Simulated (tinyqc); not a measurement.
# Frequency dispersion of an accumulation capacitance by border traps, distributed model, step by step

Program tinyqc, `OMP_NUM_THREADS=1 python tinyqc.py 2202006 2202007 out.jsonl`; Intel Xeon 2.30GHz, shared host, one thread, about 0.4 s. Printed values are rounded.

Traps spread evenly through the insulator exchange electrons with the semiconductor by tunnelling, with tau(x) = t0 exp(2 ka x) at depth x from the interface. The admittance per area Y seen at depth x obeys dY/dx = -Y^2/(i w eps0 eox) + q Nb ln(1 + i w tau)/tau, with Y(0) = i w Cs and w = 2 pi f; the gate sees Y(tox) = G + i w C. Working variable y = Y/(i w), in uF/cm^2. Cox = eps0 eox/tox.

Values chosen for this exercise; permittivity close to that of aluminium oxide:
- eox = 8.84 (relative permittivity of the insulator)
- tox = 3.3 nm (insulator thickness)
- Cs = 6.2 uF/cm^2 (semiconductor capacitance in accumulation)
- Nb = 2.1e19 cm^-3 eV^-1 (density of border traps)
- ka = 3.6 1/nm (decay constant of the wave function in the insulator)
- t0 = 5e-9 s (time constant of a trap at the interface)
- f = 1e6 Hz (frequency)
- xe = 1.2 nm (depth down to which the steps are taken)

Constants: q = 1.602176634e-19 C, eps0 = 8.8541878128e-14 F/cm where lengths are in cm. Results are converted to the units shown.

## Scales and lumped estimate

Cox; trap-free value 1/(1/Cox + 1/Cs); response depth d = ln(1/(w t0))/(2 ka), where w tau = 1; lumped estimate: all traps within d act as C_bt = q Nb d placed at d/2, so C = 1/{1/[1/(1/Cs + d/(2 eps0 eox)) + C_bt] + (tox - d/2)/(eps0 eox)}.

Cox = 2.37185 uF/cm^2
trap-free C = 1.71555 uF/cm^2
d = 0.480617 nm
C_bt = 0.161707 uF/cm^2
lumped C = 1.73274 uF/cm^2

The traps within reach amount to 0.0261 Cs and lie in the first 14.6 % of the insulator.

## Midpoint steps through the active depth

In terms of y: dy/dx = -y^2/(eps0 eox) + s(x), s = q Nb ln(1 + z)/z, z = i w tau. 8 midpoint steps of h = xe/8: y_half = y + (h/2) y'(x, y), y(new) = y + h y'(x + h/2, y_half).

```
point  x (nm)    s (uF/(cm^2 nm))       y (uF/cm^2)
0           0  0.336346-0.005282i  6.20000+0.00000i
1        0.15  0.335502-0.015497i  5.59303-0.00127i
2         0.3  0.328486-0.044207i  5.10100-0.00476i
3        0.45  0.283564-0.104190i  4.69252-0.01400i
4         0.6  0.166699-0.134175i  4.33853-0.02994i
5        0.75  0.069075-0.094314i  4.02175-0.04174i
6         0.9  0.025002-0.049621i  3.74077-0.04547i
7        1.05  0.008670-0.022870i  3.49347-0.04423i
8         1.2  0.002965-0.009812i  3.27569-0.04093i
```

## Capacitance and conductance at the gate

y at xe = 3.27569-0.04093i uF/cm^2

Beyond xe the traps are ignored, so 1/y(tox) = 1/y(xe) + (tox - xe)/(eps0 eox); C = Re y, G/w = -Im y, loss tangent G/(w C).

y at the gate = 1.74351-0.01159i uF/cm^2
C = 1.74351 uF/cm^2
G/w = 0.0115935 uF/cm^2
loss tangent = 0.00664952

A fine integration over the whole insulator gives C = 1.7412 and G/w = 0.01219 uF/cm^2; the coarse G/w is 4.9 % below that. The fine C is 1.5 % above the trap-free value, and the lumped estimate is 0.49 % below the fine result.
